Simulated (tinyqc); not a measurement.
## Series resistance and length offset from two lengths at two overdrives

Inverse problem. In strong inversion R W = Rsd + k(x)(L - dL), k(x) = (1 + th1 x)/(mu0 Cox x), x the overdrive, Cox = eps0 eox/tox, with Rsd and dL independent of x. Find dL, Rsd, mu0 and th1.

Parameters, values chosen for the exercise:
```
symbol,value,unit,meaning
eox,8.88,,relative permittivity of the gate insulator (close to aluminium oxide)
tox,13,nm,insulator thickness
```

Constants: eps0 = 8.8541878128e-14 F/cm where lengths are in cm. Results are converted to the units shown.

total resistance times width (ohm um):
```
	L = 0.092 um	L = 0.32 um
overdrive 0.45 V	1731.75205	6160.79334
overdrive 1.04 V	970.481090	3333.21548
```

Answer. At each overdrive R W is a straight line in L; the two lines cross at L = dL, R W = Rsd. Their slopes give k x = (1 + th1 x)/(mu0 Cox), a straight line in x.

dL = 0.00800 um
Rsd = 100 ohm um
mu0 = 230 cm^2/(V s)
th1 = 0.480 1/V

Program tinyqc, `OMP_NUM_THREADS=1 python tinyqc.py 2210097 2210098 out.jsonl`; Intel Xeon 2.30GHz, shared host, one thread, about 0.01 s.
